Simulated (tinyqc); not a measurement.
Screening the field: polar nitride quantum well with polarisation fields.

Envelope functions on cells of 0.25 angstrom over barrier, well, barrier (widths Lb, Lw, Lb), psi = 0 beyond, psi'/m continuous (mean mass between points), c = hbar^2/2m0. With u(z) the integral of e F (F_w in the well, F_b = -F_w Lw/Lb in the barriers, 1 MV/cm = 0.01 V/angstrom), zero at the centre of the well, the electron sees u plus Vc in the barriers and the hole -u plus Vv. The transition is Eg + E_e + E_h; excitons are left out.

Constants: hbar^2/2m0 = 3.80998211 eV angstrom^2; hc = 1239.841984 eV nm.

Inputs chosen for the exercise (near those of a GaN well in AlN; not measured data):
- Lw = 18 angstrom (well width)
- Lb = 45 angstrom (barrier width)
- Eg = 3.44 eV (gap of the well)
- Vc = 1.85 eV (conduction offset)
- Vv = 0.87 eV (valence offset)
- me = 0.2 m0 (electron, well)
- meb = 0.32 m0 (electron, barrier)
- mh = 1.59 m0 (hole, everywhere)

F_w = -6.4785 MV/cm

Carriers or a semipolar orientation reduce the field; here it is simply scaled in well and barrier.

Results:
```
share of the field  F_w (MV/cm)  E (eV)     nm  overlap^2  separation (angstrom)
1.0                      -6.479  3.4235  362.2       0.22                    8.8
0.8                      -5.183  3.5283  351.4       0.32                    7.8
0.6                      -3.887  3.6201  342.5       0.45                    6.6
0.4                      -2.591  3.6954  335.5       0.64                    5.1
0.2                      -1.296  3.7480  330.8       0.85                    3.0
0.0                       0.000  3.7678  329.1       0.97                    0.0
```

Full screening shifts the line by -33.1 nm (+344 meV). The first fifth of the screening gives 105 meV and the last fifth 20 meV; a purely quadratic shift would give a ratio of 9, a linear one 1, and here it is 5.3.

Computed by tinyqc, a small Python program: `OMP_NUM_THREADS=1 python tinyqc.py 1281159 1281160 out.jsonl` (the numbers bound the seed that draws the inputs); one thread of a shared host (Intel(R) Xeon(R) Processor @ 2.30GHz), about 0.04 s for the whole set of steps.
